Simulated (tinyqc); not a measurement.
From results back to parameters: valence-band offset from core levels. Four cases, with inputs chosen for the exercise.

Problem. At an interface of A and B the binding energy of the core level of B exceeds that of A by dCL. Binding energy of a core level = (EF - Ev) + CL, with one Fermi level for both sides. Find dEv = Ev(A) - Ev(B) and dEc = Eg2 - Eg1 - dEv with the corrected (second) gaps.

Find: dEv; dEc.

Method. dCL = (EF - Ev(B)) + CL_B - (EF - Ev(A)) - CL_A = dEv + CL_B - CL_A; the Fermi level drops out.

Case 1.

Values chosen (out of a larger set: gaps near those of Si and HfO2; not measured data): CL = (26.75, 59.63) eV (depth of a core level below the valence top in bulk A and bulk B); Eg1 = (0.6, 1.14) eV (gap of A: semi-local value, corrected value); Eg2 = (4.1, 6.05) eV (gap of B: semi-local value, corrected value).

dCL = 35.8603 eV

Solution.

dEv = 2.98 eV
dEc = 1.93 eV

Case 2.

Values chosen (out of a larger set: gaps near those of Si and SiO2; not measured data): CL = (83.59, 62.07) eV (depth of a core level below the valence top in bulk A and bulk B); Eg1 = (0.62, 1.13) eV (gap of A: semi-local value, corrected value); Eg2 = (5.75, 8.87) eV (gap of B: semi-local value, corrected value).

dCL = -17.0499 eV

Solution.

dEv = 4.47 eV
dEc = 3.27 eV

Case 3.

Values chosen (out of a larger set: gaps near those of GaAs and AlAs; not measured data): CL = (38.31, 79.14) eV (depth of a core level below the valence top in bulk A and bulk B); Eg1 = (0.49, 1.57) eV (gap of A: semi-local value, corrected value); Eg2 = (1.46, 2.34) eV (gap of B: semi-local value, corrected value).

dCL = 41.4252 eV

Solution.

dEv = 0.60 eV
dEc = 0.17 eV

Case 4.

Values chosen (out of a larger set: gaps near those of Si and HfO2; not measured data): CL = (89.04, 60.3) eV (depth of a core level below the valence top in bulk A and bulk B); Eg1 = (0.6, 1.14) eV (gap of A: semi-local value, corrected value); Eg2 = (3.91, 6.08) eV (gap of B: semi-local value, corrected value).

dCL = -25.5763 eV

Solution.

dEv = 3.16 eV
dEc = 1.78 eV

Computed by tinyqc, one run a case: `OMP_NUM_THREADS=1 python tinyqc.py N N+1 out.jsonl` with N = 1880695, 1880716, 1880796, 1880812; one thread of a shared Intel(R) Xeon(R) Processor @ 2.30GHz, about 0.01 s a run at most.
